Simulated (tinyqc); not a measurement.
Inside a calculation. Method: ROHF in the sto-3g basis, for H3, spin multiplicity 2. One step of it, computed by the program tinyqc.

Question. Iteration 1: Roothaan effective Fock matrix. With projectors Pc = D(beta) S, Po = (D(alpha) - D(beta)) S, Pv = 1 - D(alpha) S, the block xy is Px^T F Py; with Fc = (F(alpha) + F(beta))/2, the blocks are Fc for cc, oo, vv and cv, F(beta) for co and F(alpha) for ov.

F(alpha) (hartree):
```
           1H 1s      2H 1s      3H 1s
1H 1s  -0.063194  -0.131556  -0.131556
2H 1s  -0.131556  -0.260125   0.025027
3H 1s  -0.131556   0.025027  -0.260125
```

F(beta) (hartree):
```
           1H 1s      2H 1s      3H 1s
1H 1s  -0.028369  -0.067663  -0.067663
2H 1s  -0.067663   0.124937  -0.066789
3H 1s  -0.067663  -0.066789   0.124937
```

D(alpha) at the start:
```
           1H 1s      2H 1s      3H 1s
1H 1s   0.927118  -0.758126  -0.758126
2H 1s  -0.758126   1.158813   0.081062
3H 1s  -0.758126   0.081062   1.158813
```

D(beta) at the start:
```
           1H 1s      2H 1s      3H 1s
1H 1s   0.927118  -0.758126  -0.758126
2H 1s  -0.758126   0.619937   0.619937
3H 1s  -0.758126   0.619937   0.619937
```

overlap S:
```
          1H 1s     2H 1s     3H 1s
1H 1s  1.000000  0.414324  0.414324
2H 1s  0.414324  1.000000  0.072141
3H 1s  0.414324  0.072141  1.000000
```

Give: effective F.

Answer.

effective F (hartree):
```
         1H 1s    2H 1s    3H 1s
1H 1s  -0.0458  -0.0996  -0.0996
2H 1s  -0.0996  -0.0676  -0.0209
3H 1s  -0.0996  -0.0209  -0.0676
```
